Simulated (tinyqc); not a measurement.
# Schottky diode by the thermionic emission-diffusion theory: two studies

Metal on an n-type semiconductor with one parabolic valley; V > 0 is forward bias (metal positive). The band bends as a parabola over the depletion layer, by Vd = Vbi - V; no image force. Carriers drift and diffuse up to the interface and leave it with the velocity vR.

Values chosen for this exercise; band and dielectric values close to those of silicon:
```
symbol,value,unit,meaning
T,350,K,temperature
me,0.257,m0,electron mass
eps_r,11.5,,relative permittivity
mun,1400,cm^2/(V s),electron mobility
phi,0.78,eV,barrier height seen from the metal
Nd,1.1e15,cm^-3,donor density
V,0.086,V,bias
```

Constants: q = 1.602176634e-19 C, kB = 1.380649e-23 J/K, h = 6.62607015e-34 J s, m0 = 9.1093837015e-31 kg, Vt = kB T/q, eps0 = 8.8541878128e-14 F/cm where lengths are in cm. Results are converted to the units shown.

Each table varies one quantity; the others keep the values above.

## Effect of the mobility

A* = 4 pi q me m0 kB^2/h^3 (times 1e-4 for A/(cm^2 K^2)); Nc = 2 (2 pi me m0 kB T/h^2)^1.5 (times 1e-6 for cm^-3); Vbi = phi - Vt ln(Nc/Nd); vR = A* T^2/(q Nc). LD = sqrt(eps0 eps_r Vt/(q Nd)), a = sqrt((Vbi - V)/Vt), D(a) = exp(-a^2) int_0^a exp(s^2) ds (Dawson), vD = mun Vt/(sqrt(2) LD D(a)). J = q Nc [vR vD/(vR + vD)] exp(-phi/Vt) [exp(V/Vt) - 1].

The same in every row: vR (cm/s) = 5.732e6.

Effect of the mobility:

| mun (cm^2/(V s)) | vD (cm/s) | vD/(vR + vD) | J (A/cm^2) |
|---|---|---|---|
| 1.2 | 1.436e4 | 0.002499 | 9.051e-7 |
| 4.4 | 5.266e4 | 0.009104 | 3.297e-6 |
| 16 | 1.915e5 | 0.03233 | 1.171e-5 |
| 57 | 6.822e5 | 0.1064 | 3.852e-5 |
| 210 | 2.513e6 | 0.3048 | 1.104e-4 |
| 750 | 8.976e6 | 0.6103 | 2.210e-4 |
| 2700 | 3.231e7 | 0.8493 | 3.076e-4 |
| 9800 | 1.173e8 | 0.9534 | 3.453e-4 |

What does the table show?

J rises from 9.05e-7 to 3.45e-4 A/cm^2, as mun^(0.99) between the first two rows and mun^(0.09) between the last two. vD equals vR at mun = 479 cm^2/(V s): below that diffusion limits the current, above it emission. In 2 of the 8 rows vD exceeds 3e7 cm/s, beyond usual saturation velocities, since the low-field mobility is used at the surface field.

## Effect of the doping

Same model as above.

The same in every row: vR (cm/s) = 5.732e6.

Results:

| Nd (cm^-3) | vD (cm/s) | vD/(vR + vD) | J (A/cm^2) |
|---|---|---|---|
| 1.3e14 | 5.289e6 | 0.4799 | 1.738e-4 |
| 3.9e14 | 9.589e6 | 0.6259 | 2.267e-4 |
| 1.2e15 | 1.756e7 | 0.7539 | 2.730e-4 |
| 1e16 | 5.445e7 | 0.9048 | 3.276e-4 |
| 3.1e16 | 9.922e7 | 0.9454 | 3.424e-4 |
| 9.2e16 | 1.763e8 | 0.9685 | 3.507e-4 |
| 2.7e17 | 3.109e8 | 0.9819 | 3.556e-4 |
| 8.2e17 | 5.572e8 | 0.9898 | 3.585e-4 |

Estimate the missing row, Nd = 3.5e15 cm^-3.

Computed row:

| Nd (cm^-3) | vD (cm/s) | vD/(vR + vD) | J (A/cm^2) |
|---|---|---|---|
| 3.5e15 | 3.113e7 | 0.8445 | 3.058e-4 |

With this row back in the table: vD rises from 5.29e6 to 5.57e8 cm/s, as Nd^(0.53) at fixed mobility, and J rises from 1.74e-4 to 3.58e-4 A/cm^2, while the pure emission value 3.62e-4 A/cm^2 does not depend on Nd. In 6 of the 9 rows vD exceeds 3e7 cm/s, beyond usual saturation velocities, since the low-field mobility is used at the surface field.

Range of the model: One isotropic valley is assumed; bands with several valleys have a larger Richardson constant and Nc.

Computed by the program tinyqc: `OMP_NUM_THREADS=1 python tinyqc.py 2640012 2640013 out.jsonl`, one thread of a shared Intel Xeon 2.30GHz, about 0.01 s for the whole run.
